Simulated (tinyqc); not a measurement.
Neutral against charged centre: trap in a gate oxide as a short-range spherical well.

Lucovsky model (delta well, plane-wave final states, no local-field factor): sigma = (32 pi alpha c/(3 n_r m Et)) (x - 1)^(3/2)/x^3, x = h nu/Et, c = hbar^2/2m0; 1 angstrom^2 = 1e-16 cm^2.

Constants: hbar^2/2m0 = 3.80998211 eV angstrom^2; fine-structure constant alpha = 0.007297352564.

Values chosen for the exercise (out of a larger set: near those of SiO2 on Si; not measured data): m = 0.454 m0 (mass); n_r = 1.46 (refractive index); xs = (1.03, 1.26, 1.46, 1.85, 2.06, 2.92, 3.62, 8.85) (photon energies h nu/Et).

Et = 2.53754 eV

Lucovsky cross-section, its shape relative to the peak, and the shape of a hydrogen-like centre relative to threshold: x^-4 exp(4 - 4 atan(e)/e)/(1 - exp(-2 pi/e)), e = sqrt(x - 1).

Results:
```
x     h nu (eV)  sigma (1e-18 cm^2)  relative to peak  hydrogen-like
1.03      2.614               0.263             0.038          0.924
1.26      3.197                3.67             0.530          0.536
1.46      3.705                5.55             0.802          0.358
1.85      4.694                6.86             0.990          0.184
2.06      5.227                6.92             0.999          0.136
2.92      7.410                5.92             0.855          0.050
3.62      9.186                4.95             0.715          0.026
8.85     22.457                1.76             0.254          0.002
```

The short-range centre starts from zero, reaches half its peak at x = 1.24 and peaks at x = 2; in the last row it still has 25 % of the peak. The Coulomb centre is largest at threshold and is down to 0.2 % there. Reading the peak as the threshold would misplace the level by a factor 2, here 2.54 eV. Rows above the gap, about 9 eV, are hidden by band-to-band absorption.

tinyqc: `OMP_NUM_THREADS=1 python tinyqc.py 1282054 1282055 out.jsonl`; about 0.01 s, one thread, shared Intel(R) Xeon(R) Processor @ 2.30GHz.
